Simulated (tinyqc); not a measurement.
## Doping from resistivity

Inverse problem. A uniform, uncompensated and fully ionised sample has rho = 1/(q N mu), mu = m1 + (m2 (T/300 K)^(-bt) - m1)/(1 + (N/Nr)^am). Find N, mu and the diffusion coefficient mu Vt.

Parameters, values chosen for the exercise:
- T = 300 K (temperature)
- m1 = 50.8 cm^2/(V s) (mobility limit at high doping)
- m2 = 1450 cm^2/(V s) (mobility limit at low doping, at 300 K)
- Nr = 9.3e16 cm^-3 (reference doping of the mobility law)
- am = 0.674 (exponent of the mobility law)
- bt = 2.5 (temperature exponent of m2)

Constants: q = 1.602176634e-19 C, kB = 1.380649e-23 J/K, Vt = kB T/q. Results are converted to the units shown.

resistivity = 0.018968775 ohm cm

Answer. With am below 1 the product N mu rises steadily with N, so one doping matches; it is found by iterating N = 1/(q rho mu(N)).

N = 1.300e18 cm^-3
mu = 253.1 cm^2/(V s)
diffusion coefficient = 6.543 cm^2/s

Computed by the program tinyqc: `OMP_NUM_THREADS=1 python tinyqc.py 2110132 2110133 out.jsonl`, one thread of a shared Intel Xeon 2.30GHz, about 0.01 s for the whole run.
